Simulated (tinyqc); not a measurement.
# Changing the grain radius R

Model: competing polymorphs of an oxide film: bulk, surface, grain-boundary, dopant and field terms. Computed by tinyqc, a small Python program. Command: `OMP_NUM_THREADS=1 python tinyqc.py 3027149 3027150 out.jsonl polymorph sweep`. One thread of a shared host (Intel(R) Xeon(R) Processor @ 2.30GHz), about 0.01 s of CPU time with the checks.

Phases: monoclinic m (reference), polar orthorhombic o, tetragonal t. Free energies per formula unit (f.u.); 1 J/m^2 x angstrom^3/nm = 6.241509 meV.

Inputs (values chosen for the exercise, for a model oxide):

| quantity | value | unit |
|---|---|---|
| energy of the polar phase o over m | 45.3 | meV/f.u. |
| energy of the tetragonal phase t over m | 87.1 | meV/f.u. |
| entropy of o over m | 0.01 | meV/(f.u. K) |
| entropy of t over m | 0.059 | meV/(f.u. K) |
| surface energy of m | 3.21 | J/m^2 |
| surface energy of o | 2.71 | J/m^2 |
| surface energy of t | 2.52 | J/m^2 |
| grain-boundary energy over surface energy | 0.43 | - |
| volume per formula unit Omega | 34.9 | angstrom^3 |
| film thickness h | 22 | nm |
| temperature T | 300 | K |
| dopant content x | 3.2 | % |
| shift of o per % of dopant | -4.2 | meV/f.u. |
| shift of t per % of dopant | -9.9 | meV/f.u. |
| width sigma of ln R | 0.35 | - |
| interlayer thickness (SiO2) | 0.65 | nm |

Geometry: columnar grains in a film.

permittivities of m, o, t: 18  27  38

Method:
- Bulk term b = H - T S + (shift) x, zero for m. The undoped bulk turns from m to t at T = H_t/S_t.
- Area per volume: A = 2/h + f_b/R (two free faces; the side wall 2/R is shared by two grains and carries f_b gamma); G = b + gamma Omega A.
- With G = b + gamma Omega A (b the bulk free energy per formula unit, A the area per volume), two phases i, j cross at A_ij = (b_j - b_i)/(Omega (gamma_i - gamma_j)); o has a window only if A_mo < A_ot.
- Grain radii are log-normal by volume with median R and width sigma; the share with A above A* is that with radius below R*, R* = f_b/(A* - 2/h) (all grains if A* <= 2/h), share = (1/2) erfc[-ln(R*/R)/(sqrt 2 sigma)]. Effective permittivity of a layer of thickness h built of such grains, taken in parallel: sum of share x eps; EOT = interlayer + 3.9 h/eps.

One run for each value:

| grain radius R (nm) | G(o) - G(m) (meV/f.u.) | G(t) - G(o) (meV/f.u.) | share of o | effective permittivity |
|---|---|---|---|---|
| 2.5 | 0.23 | -2.021 | 0 | 29.63 |
| 3.7 | 6.30 | 0.288 | 0 | 21.60 |
| 5.5 | 10.44 | 1.862 | 0 | 18.41 |
| 8.2 | 13.25 | 2.927 | 0 | 18.01 |
| 12.0 | 15.06 | 3.614 | 0 | 18.00 |
| 18.0 | 16.36 | 4.109 | 0 | 18.00 |
| 27.0 | 17.22 | 4.438 | 0 | 18.00 |
| 40.0 | 17.79 | 4.653 | 0 | 18.00 |
| 60.0 | 18.18 | 4.801 | 0 | 18.00 |

What does the table show?

Over the rows, G(o) - G(m) (meV/f.u.) rises from 0.225 to 18.2; G(t) - G(o) (meV/f.u.) rises from -2.02 to 4.80; share of o does not change.

Caution (all rows): this is an equilibrium ranking; real films often keep the phase that nucleates first on cooling from t.

Extremes, crossings and ranges named in words are read from the listed rows.
